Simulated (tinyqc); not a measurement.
Inside a calculation. Method: RKS/LDA (VWN5) in the sto-3g basis, for H4, spin multiplicity 1. One step of it, computed by the program tinyqc.

Problem. Iteration 2: building the Kohn-Sham matrix. J_ij = sum D_kl (ij|kl); F = H + J + V_xc; E = tr D H + tr D J / 2 + E_xc + E_nn.

D after iteration 1, order 1H 1s, 2H 1s, 3H 1s, 4H 1s:
```
[[0.825468, 0.650145, -0.105905, -0.535656],
 [0.650145, 0.721004, 0.301100, -0.105806],
 [-0.105905, 0.301100, 0.721185, 0.650391],
 [-0.535656, -0.105806, 0.650391, 0.825743]]
```

core Hamiltonian H = T + V (hartree), order 1H 1s, 2H 1s, 3H 1s, 4H 1s:
```
[[-1.148140, -0.463475, -0.062013, -0.002556],
 [-0.463475, -1.430770, -0.633171, -0.061889],
 [-0.062013, -0.633171, -1.430600, -0.462755],
 [-0.002556, -0.061889, -0.462755, -1.147828]]
```

Two-electron integrals (ij|kl) in chemists' order, unique and non-zero (hartree):
```
(11|11) 0.774606   (21|11) 0.148692   (21|21) 0.042969   (22|11) 0.355334
(22|21) 0.148692   (22|22) 0.774606   (31|11) 0.012100   (31|21) 0.004086
(31|22) 0.017303   (31|31) 0.000464   (32|11) 0.089065   (32|21) 0.036208
(32|22) 0.198854   (32|31) 0.005144   (32|32) 0.072251   (33|11) 0.193378
(33|21) 0.073482   (33|22) 0.396350   (33|31) 0.012100   (33|32) 0.198854
(33|33) 0.774606   (41|11) 0.000277   (41|21) 0.000106   (41|22) 0.000528
(41|31) 0.000014   (41|32) 0.000190   (41|33) 0.000528   (41|41) 5.22e-07
(42|11) 0.006047   (42|21) 0.002295   (42|22) 0.012073   (42|31) 0.000344
(42|32) 0.005132   (42|33) 0.017268   (42|41) 0.000014   (42|42) 0.000462
(43|11) 0.042123   (43|21) 0.014881   (43|22) 0.073362   (43|31) 0.002296
(43|32) 0.036147   (43|33) 0.148439   (43|41) 0.000105   (43|42) 0.004071
(43|43) 0.042838   (44|11) 0.126235   (44|21) 0.042175   (44|22) 0.193308
(44|31) 0.006057   (44|32) 0.089022   (44|33) 0.355118   (44|41) 0.000277
(44|42) 0.012073   (44|43) 0.148439   (44|44) 0.774606
```

nuclear repulsion = 1.65322833 hartree

V_xc (hartree), order 1H 1s, 2H 1s, 3H 1s, 4H 1s:
```
[[-0.408727, -0.098828, -0.010341, -0.000328],
 [-0.098828, -0.420487, -0.129028, -0.010318],
 [-0.010341, -0.129028, -0.420465, -0.098661],
 [-0.000328, -0.010318, -0.098661, -0.408717]]
```

E_xc = sum of w rho eps_xc = -1.23392046 hartree

Give: Coulomb J; Kohn-Sham matrix F; total energy of this density.

Solution.

Coulomb J (hartree), order 1H 1s, 2H 1s, 3H 1s, 4H 1s:
```
[[1.4369, 0.4133, 0.0474, 0.0016],
 [0.4133, 1.6990, 0.5690, 0.0473],
 [0.0474, 0.5690, 1.6989, 0.4127],
 [0.0016, 0.0473, 0.4127, 1.4367]]
```

Kohn-Sham matrix F (hartree), order 1H 1s, 2H 1s, 3H 1s, 4H 1s:
```
[[-0.1199, -0.1490, -0.0250, -0.0013],
 [-0.1490, -0.1522, -0.1932, -0.0249],
 [-0.0250, -0.1932, -0.1522, -0.1487],
 [-0.0013, -0.0249, -0.1487, -0.1198]]
```

total energy of this density = -1.987568 hartree
